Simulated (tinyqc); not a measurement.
# CMOS inverter, nodal equation and switching: effect of the n-channel threshold

An n-channel pull-down (bn, VTn) and a p-channel pull-up (bp, VTp) share the input Vin and the output node Vout, which carries the load C. Transistor (EKV form, voltages against the body): I = 2 n b Vt^2 [F(vp - Vs) - F(vp - Vd)] from drain to source, F(v) = ln^2(1 + exp(v/(2 Vt))), vp = (Vg - VT + sg |Vd - Vs|)/n. n-channel bodies are at 0; for the p-channel device all voltages are counted down from Vdd. b in uA/V^2 gives I in uA. Static: In = Ip. Transient: C dVout/dt = Ip - In. No velocity saturation, no gate capacitance beyond C.

VM solves In = Ip with Vin = Vout; VIL and VIH are the inputs of gain -1, NML = VIL - Vout(VIH), NMH = Vout(VIL) - VIH. For a step input the delay to Vdd/2 is tHL = C times the integral of dV/(In - Ip) from Vdd/2 to Vdd at Vin = Vdd, and tLH likewise with Ip - In from 0 to Vdd/2 at Vin = 0.

Inputs (values chosen for the exercise):
```
symbol,value,unit,meaning
T,300,K,temperature
Vdd,0.7,V,supply voltage
n,1.22,,slope factor
sg,0.033,,drain-induced barrier lowering
VTp,0.31,V,p-channel threshold (magnitude)
bn,630,uA/V^2,gain factor of the pull-down transistor
bp,820,uA/V^2,gain factor of the pull-up transistor
C,3.2,fF,load capacitance
```

Constants: q = 1.602176634e-19 C, kB = 1.380649e-23 J/K, Vt = kB T/q. Results are converted to the units shown.

Results:

| VTn (V) | VM (V) | gain at VM | NML (V) | NMH (V) | tHL (ps) | tLH (ps) |
|---|---|---|---|---|---|---|
| 0.15 | 0.2825 | -29.93 | 0.2008 | 0.3380 | 13.61 | 20.10 |
| 0.2 | 0.3056 | -30.21 | 0.2320 | 0.3222 | 16.29 | 20.09 |
| 0.25 | 0.3288 | -30.28 | 0.2625 | 0.3054 | 19.90 | 20.09 |
| 0.3 | 0.3522 | -30.29 | 0.2925 | 0.2875 | 24.92 | 20.09 |
| 0.35 | 0.3757 | -30.29 | 0.3217 | 0.2684 | 32.13 | 20.09 |
| 0.45 | 0.4230 | -30.28 | 0.3779 | 0.2270 | 60.32 | 20.09 |
| 0.5 | 0.4469 | -30.25 | 0.4050 | 0.2049 | 90.25 | 20.09 |

Estimate the missing row, VTn = 0.4 V.

Computed row:

| VTn (V) | VM (V) | gain at VM | NML (V) | NMH (V) | tHL (ps) | tLH (ps) |
|---|---|---|---|---|---|---|
| 0.4 | 0.3993 | -30.29 | 0.3501 | 0.2482 | 42.98 | 20.09 |

With this row back in the table: As VTn goes from 0.15 to 0.5 V, VM rises from 0.283 to 0.447 V, the size of the gain goes from 29.9 through a maximum of 30.3 (at VTn = 0.3 and 0.35 V among the rows listed) to 30.2, tHL rises from 13.6 to 90.2 ps and tLH stays near 20.1 ps. The smaller margin is largest, 0.287 V, at VTn = 0.3 V among the rows. At VTn = 0.15 V the overdrive passes 0.5 V, where velocity saturation, left out here, would lengthen the delays of short devices.

Numbers from tinyqc (`OMP_NUM_THREADS=1 python tinyqc.py 2340161 2340162 out.jsonl`; about 0.06 s on one thread of a shared Intel Xeon 2.30GHz).
